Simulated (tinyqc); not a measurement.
Flow curve at three pumping speeds: Berg model of reactive sputtering of a nitride or oxide: poisoning, hysteresis and pumping speed. Computed by tinyqc, a small Python program. Command: `OMP_NUM_THREADS=1 python tinyqc.py 3030308 3030309 out.jsonl berg walk`. One thread of a shared host (Intel(R) Xeon(R) Processor @ 2.30GHz), about 0.08 s of CPU time with the checks.

A diatomic gas reacts with bare metal on the target and on the collecting surfaces; ions remove metal and compound from the target. theta_t and theta_c are the compound fractions.

Inputs (values chosen for the exercise, close to those used for titanium nitride):

| quantity | value | unit |
|---|---|---|
| ion current density J | 42 | mA/cm^2 |
| target area A_t | 84 | cm^2 |
| collecting area A_c | 1800 | cm^2 |
| metal yield Y_m | 0.51 | - |
| compound yield Y_c | 0.13 | - |
| sticking coefficient alpha | 0.82 | - |
| reactive atoms per metal atom z | 1 | - |
| gas mass M | 28 | u |
| pumping speed S | 260 | l/s |
| gas temperature T | 300 | K |

Constants: e = 1.602176634e-19 C; u = 1.6605390666e-27 kg; k_B = 1.380649e-23 J/K.

Method. Ion flux j = J/e; gas flux F = P/sqrt(2 pi M k_B T). Target: (2/z) alpha F (1 - theta_t) = j Y_c theta_t. Sputtered flows F_c = j Y_c theta_t A_t, F_m = j Y_m (1 - theta_t) A_t. Collector: (2/z) alpha F (1 - theta_c) A_c + F_c (1 - theta_c) = F_m theta_c. Gas use Q = alpha F [(1 - theta_t) A_t + (1 - theta_c) A_c] + P S/(k_B T); 1 sccm = 4.4780e17 molecules/s. Rate R = F_m + F_c, given relative to j Y_m A_t. P is a single-valued function of the flow Q only if dQ/dP > 0 everywhere: S must exceed k_B T times the steepest fall of the surface terms with P.

pressure of the steepest fall = 0.00763811 Pa

critical pumping speed = 325.118 l/s

Pressure as the free variable:

| P (Pa) | theta_t | theta_c | relative rate | Q at S_c/4 (sccm) | Q at S_c (sccm) | Q at 2 S_c (sccm) |
|---|---|---|---|---|---|---|
| 0.00038 | 0.04995 | 0.23992 | 0.96279 | 2.9131 | 2.963 | 3.030 |
| 0.00076 | 0.09514 | 0.39813 | 0.92911 | 4.6717 | 4.772 | 4.905 |
| 0.00150 | 0.17186 | 0.58705 | 0.87195 | 6.4844 | 6.682 | 6.945 |
| 0.00270 | 0.27195 | 0.74343 | 0.79737 | 7.5515 | 7.907 | 8.380 |
| 0.00460 | 0.38890 | 0.85402 | 0.71023 | 7.8074 | 8.412 | 9.218 |
| 0.00760 | 0.51253 | 0.92337 | 0.61811 | 7.4898 | 8.489 | 9.821 |
| 0.01200 | 0.62408 | 0.96085 | 0.53500 | 6.9718 | 8.549 | 10.653 |
| 0.01900 | 0.72441 | 0.98140 | 0.46024 | 6.4964 | 8.994 | 12.325 |
| 0.03100 | 0.81092 | 0.99206 | 0.39579 | 6.2820 | 10.357 | 15.791 |
| 0.06100 | 0.89406 | 0.99772 | 0.33384 | 6.8497 | 14.869 | 25.562 |

What does the comparison show, and why?

At S_c/4 the flow falls with pressure in 4 of the intervals: as the target poisons, less metal arrives to getter the gas. At 2 S_c it rises throughout. Coverages and rate depend on P alone, not on S. The collector converts before the target (theta_c = 0.85 at theta_t = 0.39), since the metal is spread over a larger area and no ions clean it. The rate tends to Y_c/Y_m = 0.255.
